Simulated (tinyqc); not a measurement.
## Permittivity of the insulator from five potentials

Question. A node lies on a semiconductor-insulator interface. Steps: hs = tb/2 down into the semiconductor, ho = tox/2 up into the insulator, hy = L/6 sideways. The flux balance of its box reads eox (hy/ho)(above - node) + eps_r (hy/hs)(below - node) + [(eps_r hs + eox ho)/(2 hy)](left + right - 2 node) - q Na (hs/2) hy/eps0 = 0. Find eox.

Inputs (values chosen for the exercise); semiconductor permittivity close to that of silicon: relative permittivity of the semiconductor eps_r = 11.7; half the body thickness tb = 5 nm; insulator thickness tox = 3.9 nm; channel length L = 48 nm; acceptor density of the depleted body Na = 0 cm^-3.

Constants: q = 1.602176634e-19 C, eps0 = 8.8541878128e-14 F/cm where lengths are in cm. Results are converted to the units shown.

psi (V): node -0.13006030, above -0.14423312, below -0.12003575, left -0.10636488, right -0.10316247

Answer. The balance is linear in eox.

eox = 9.00

tinyqc, about 0.09 s, one thread, Intel Xeon 2.30GHz (shared host): `OMP_NUM_THREADS=1 python tinyqc.py 2480019 2480020 out.jsonl`
